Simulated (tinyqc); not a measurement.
Floating body of a partially depleted SOI transistor: body voltage and kink: two steps of the calculation.

Source at 0 V. Channel current Ic = 2 nf K Vt^2 [F(0) - F(Vd)](1 + la Vd), F(V) = ln^2(1 + exp((Vg - VT - nf V)/(2 nf Vt))), VT = VT0 - gb Vb. Saturation voltage Vs = 2 Vt sqrt(F(0)) + 3 Vt, excess Ve = (Vd - Vs + sqrt((Vd - Vs)^2 + 0.0004 V^2))/2, multiplication M1 = Ai Ve exp(-Bl/Ve). Each junction passes D(v) = J1 (exp(v/Vt) - 1) + J2 (exp(v/(2 Vt)) - 1). Bipolar current Ib = bb J1 (exp(Vb/Vt) - 1). The body settles where M1 (Ic + Ib) = D(Vb) + D(Vb - Vd) + Vb/Rb; drain current Id = (1 + M1)(Ic + Ib) - D(Vb - Vd).

Inputs (values chosen for the exercise); values of the order met in partially depleted silicon-on-insulator transistors: temperature T = 300 K; threshold at zero body voltage VT0 = 0.52 V; fall of the threshold per volt of body voltage gb = 0.27; slope factor nf = 1.34; gain factor per width K = 360 uA/(V^2 um); channel-length modulation factor la = 0.03 1/V; impact-ionisation prefactor Ai = 2.38 1/V; impact-ionisation voltage Bl = 8.1 V; diffusion saturation current of each junction J1 = 1.5e-12 uA/um; recombination saturation current of each junction J2 = 1.3e-9 uA/um; gain of the lateral bipolar transistor on the diffusion current bb = 1; resistance of a weak body tie to the source (1e9 stands for no tie, and the term is then dropped) Rb = 2000 kohm um; gate voltage Vg = 0.6 V; drain voltage Vd = 1.9 V.

Constants: q = 1.602176634e-19 C, kB = 1.380649e-23 J/K, Vt = kB T/q. Results are converted to the units shown.

Question 1. New Vb. Current into the body I_in = M1 (Ic + Ib) - D(Vb - Vd), current out I_out = D(Vb) + Vb/Rb; f = ln(I_in/I_out), s = df/dVb by central differences over 1e-5 V, Vb(new) = Vb - f/s.

Vb at the start = 0.33 V

Wanted: Ic; Ve; M1; I_in; I_out; f; s; Vb after iteration 1.

Answer 1.

Ic = 4.3426 uA/um
Ve = 1.6920 V
M1 = 0.033566
I_in = 0.14576 uA/um
I_out = 0.16500 uA/um
f = -0.12397
s = -0.82410 1/V
Vb after iteration 1 = 0.17957 V

Question 2. Drain current with floating and with grounded body. Id and VT at the converged Vb, Id at Vb = 0, their ratio, and the bipolar share Ib/(Ic + Ib).

converged Vb = 0.22895943 V

Wanted: VT; Id, floating; Id, grounded; ratio; bipolar share.

Answer 2.

VT = 0.45818 V
Id, floating = 3.3191 uA/um
Id, grounded = 1.4474 uA/um
ratio = 2.2931
bipolar share = 3.2855e-7 %

The body rises to 0.229 V and lowers the threshold by 61.8 mV.

Range of the model: The multiplication law is an empirical form chosen for the exercise; self-heating and capacitive coupling to the body are left out, and the linear laws are rough once Vb passes about 0.7 V or M1 about 0.1.

Numbers from tinyqc (`OMP_NUM_THREADS=1 python tinyqc.py 2182047 2182048 out.jsonl`; about 0.2 s on one thread of a shared Intel Xeon 2.30GHz).
